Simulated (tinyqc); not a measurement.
# Born-von Karman spring model of a cubic crystal with one atom per cell, step by step

A worked calculation. Computed by tinyqc, a small Python program that keeps every step. Command: `OMP_NUM_THREADS=1 python tinyqc.py 3005095 3005096 out.jsonl springs walk`. One thread of a shared host (Intel(R) Xeon(R) Processor @ 2.30GHz), about 0.1 s of CPU time with the checks. Intermediate numbers are printed to about 6 digits and carried at full precision; extremes and crossings named in words are read from the listed rows.

First neighbours lie at a/2 (1,1,0) (12 of them), second at a (1,0,0) (6), with all permutations and signs; the volume per atom is Omega = a^3/4.

Inputs (values chosen for the exercise, for a model crystal):

| quantity | value | unit |
|---|---|---|
| lattice constant a | 4.74 | angstrom |
| atomic mass M | 127 | u |
| radial spring k1L | 4.81 | eV/angstrom^2 |
| transverse spring k1T | 0.16 | eV/angstrom^2 |
| radial spring k2L | 0.7 | eV/angstrom^2 |
| transverse spring k2T | 0.04 | eV/angstrom^2 |
| mesh divisions n | 10 | - |
| temperature T | 150 | K |

Lattice: fcc.

wave vector q (2 pi/a): 0.24  0.28  0.25

Constants: nu for 1 eV/(angstrom^2 u) = 15.6333042 THz; 1 eV/angstrom^3 = 160.2176634 GPa; u = 1.6605390666e-27 kg; h x 1 THz = 4.135667696 meV; k_B = 8.617333262e-05 eV/K; hbar^2/u = 4.18015928e-03 eV angstrom^2; hbar = 1.054571817e-34 J s; k_B = 1.380649e-23 J/K.

## Dynamical matrix at q

A neighbour at R with unit vector n couples by the matrix K(R) = kL n n^T + kT (1 - n n^T), and D(q) = (1/M) sum_R K(R) [1 - cos(q.R)].

D(q) (eV/(angstrom^2 u)):
```
          x         y         z
x  0.094301  0.038624  0.035446
y  0.038624  0.101641  0.039897
z  0.035446  0.039897  0.095974
```

## Frequencies and polarisations

Diagonalise D. An eigenvalue lambda of D in eV/(angstrom^2 u) gives nu = 15.6333042 THz x sqrt(lambda). Eigenvectors are columns, with the largest component positive; the longitudinal weight is (e.q)^2/q^2.

eigenvalues (eV/(angstrom^2 u)): 0.058693  0.059719  0.173503

frequencies (THz): 3.78744  3.82040  6.51186

polarisation vectors:
```
      mode 1     mode 2    mode 3
x  -0.281371   0.784980  0.551939
y   0.776634  -0.151547  0.611452
z  -0.563622  -0.600699  0.567002
```

longitudinal weights: 0.000410  0.000089  0.999500

Mode 3 is the most longitudinal, with weight 1.00.

## Elastic constants from long waves

[ij,kl] = (1/(2 Omega)) sum_R K_ij R_k R_l; C11 = [xx,xx], C44 = [xx,yy], C12 = 2 [xy,xy] - C44; B = (C11 + 2 C12)/3; Zener ratio A = 2 C44/(C11 - C12). K(R) = kL n n^T + kT (1 - n n^T).

C11 = 430.627 GPa

C12 = 130.135 GPa

C44 = 184.217 GPa

bulk modulus B = 230.299 GPa

Zener ratio A = 1.22610

C12 - C44 = -54.08 GPa: the Cauchy relation fails because sum_R kT R^2 is not zero; a positive sum gives a negative Cauchy pressure.

## Sound velocities

rho = M/Omega and v = sqrt(C/rho), with C = C11, C44, C44 along [100]; (C11 + C12 + 2 C44)/2, C44, (C11 - C12)/2 along [110]; (C11 + 2 C12 + 4 C44)/3 and twice (C11 - C12 + C44)/3 along [111].

density rho = 7920.96 kg/m^3

Velocities (m/s):

| direction | longitudinal | transverse 1 | transverse 2 |
|---|---|---|---|
| [100] | 7373.30 | 4822.53 | 4822.53 |
| [110] | 7658.60 | 4822.53 | 4355.25 |
| [111] | 7751.37 | 4516.39 | 4516.39 |

Along [110] the two transverse waves differ by a factor sqrt(2 C44/(C11 - C12)) = 1.107.

## Frequencies at the zone boundary

The formulas are those given above.

Frequencies (THz) at points given in 2 pi/a:

| point | nu 1 | nu 2 | nu 3 |
|---|---|---|---|
| X (1, 0, 0) | 6.38126 | 6.38126 | 8.74726 |
| L (0.5, 0.5, 0.5) | 5.25319 | 5.25319 | 9.01594 |
| W (1, 0.5, 0) | 6.79035 | 7.67629 | 7.67629 |
| K (0.75, 0.75, 0) | 6.18232 | 7.49120 | 8.13837 |

## Highest frequency at X

Take the highest frequency at X = (1, 0, 0) (2 pi/a).

highest frequency at X = 8.74726 THz

## Dispersion against the sound-wave line

The last column divides the top branch by the straight line with its slope at G. End points in 2 pi/a: X = (1, 0, 0), L = (0.5, 0.5, 0.5).

Frequencies (THz) along two lines:

| line | fraction of the way | nu 1 | nu 2 | nu 3 | nu 3 / linear |
|---|---|---|---|---|---|
| G-X | 0.10 | 1.01287 | 1.01287 | 1.54499 | 0.993211 |
| G-X | 0.25 | 2.47333 | 2.47333 | 3.72820 | 0.958685 |
| G-X | 0.40 | 3.78776 | 3.78776 | 5.59544 | 0.899271 |
| G-X | 0.55 | 4.88320 | 4.88320 | 7.03552 | 0.822337 |
| G-X | 0.70 | 5.70344 | 5.70344 | 8.01692 | 0.736252 |
| G-X | 0.85 | 6.21006 | 6.21006 | 8.57061 | 0.648200 |
| G-X | 1.00 | 6.38126 | 6.38126 | 8.74726 | 0.562327 |
| G-L | 0.10 | 0.82178 | 0.82178 | 1.41040 | 0.995893 |
| G-L | 0.25 | 2.01031 | 2.01031 | 3.45025 | 0.974495 |
| G-L | 0.40 | 3.08775 | 3.08775 | 5.29943 | 0.935489 |
| G-L | 0.55 | 3.99456 | 3.99456 | 6.85577 | 0.880163 |
| G-L | 0.70 | 4.68063 | 4.68063 | 8.03326 | 0.810332 |
| G-L | 0.85 | 5.10805 | 5.10805 | 8.76683 | 0.728270 |
| G-L | 1.00 | 5.25319 | 5.25319 | 9.01594 | 0.636620 |

Along G-X the top branch ends at 56 % of its linear extrapolation. Along G-L the top branch ends at 64 % of its linear extrapolation, which is the 2/pi of a pure sine: planes normal to this line couple to their next planes alone. A Debye model keeps the straight line throughout.

## Thermal sums on a mesh

Mesh: q = sum_i (m_i + 1/2)/n b_i, m_i = 0..n-1, with b = [[-1, 1, 1], [1, -1, 1], [1, 1, -1]] in 2 pi/a; sums are averages over the n^3 points, per atom. With x = h nu/(k_B T) and n = 1/(exp(x) - 1) for each mode: F = k_B T [x/2 + ln(1 - exp(-x))], U = k_B T x (n + 1/2), S/k_B = x n - ln(1 - exp(-x)), C/k_B = x^2 n (n + 1). <u_x^2> = (1/3) sum over modes of hbar^2/(2 M h nu) coth(x/2); zero-point energy = sum h nu/2. <u_x^2> converges slowly with the mesh, from below, with an error of order 1/n.

free energy F = 32.7805 meV/atom

energy U = 51.7644 meV/atom

entropy S = 1.46867 k_B/atom

heat capacity C = 2.14134 k_B/atom

<u_x^2> = 0.00106195 angstrom^2

zero-point energy = 39.3123 meV/atom

C is 71 % of the classical 3 k_B, and the zero-point energy is 76 % of U.

## Debye temperature from the elastic constants

Christoffel matrix G_xx = C11 n_x^2 + C44 (1 - n_x^2), G_xy = (C12 + C44) n_x n_y, with eigenvalues rho v^2; v_m^-3 is the mean of v^-3 over three branches and all directions (12 Gauss-Legendre points in cos(theta) times 24 angles phi = (j + 1/2) pi/12); q_D = (6 pi^2/Omega)^(1/3); Theta = hbar v_m q_D/k_B.

mean velocity v_m = 5108.75 m/s

Debye wave number q_D = 1.30535 1/angstrom

elastic Debye temperature = 509.369 K

## Full spectrum, Debye and Einstein heat capacities

Mesh: q = sum_i (m_i + 1/2)/n b_i, m_i = 0..n-1, with b = [[-1, 1, 1], [1, -1, 1], [1, 1, -1]] in 2 pi/a; sums are averages over the n^3 points (here n = 14), per atom. Debye: C = 9 k_B (T/Theta)^3 int_0^(Theta/T) x^4 e^x/(e^x - 1)^2 dx with the elastic Theta. Einstein: three modes at the root-mean-square frequency. The last column is the Theta that makes the Debye formula give the full C at that T.

root-mean-square frequency = 6.51851 THz

Heat capacity (k_B/atom):

| T (K) | full spectrum | Debye | Einstein | Theta from C (K) |
|---|---|---|---|---|
| 61 | 0.62522 | 0.37137 | 0.47313 | 410.690 |
| 92 | 1.33405 | 0.92852 | 1.23843 | 405.426 |
| 130 | 1.93359 | 1.54605 | 1.89152 | 404.260 |
| 180 | 2.36196 | 2.07339 | 2.34654 | 403.960 |
| 250 | 2.64226 | 2.45906 | 2.63737 | 403.884 |
| 380 | 2.83717 | 2.74686 | 2.83615 | 403.869 |
| 510 | 2.90800 | 2.85554 | 2.90768 | 403.869 |
| 760 | 2.95806 | 2.93369 | 2.95800 | 403.871 |

The apparent Theta runs from 404 to 411 K against the elastic 509 K; at high T it tends to sqrt(5/3) h nu_rms/k_B = 404 K. At the lowest T the Debye value is 0.59 and the Einstein value 0.76 times the full one; dispersion bends the branches below the sound lines, so the real spectrum has more low modes than Debye assumes. At the highest T Debye misses by 0.82 % and Einstein by 0.0023 %.

Checks made by the program: slopes of the dispersion along [110] against the sound velocities (relative difference 2e-08); F = U - T S (relative difference below 1e-10).
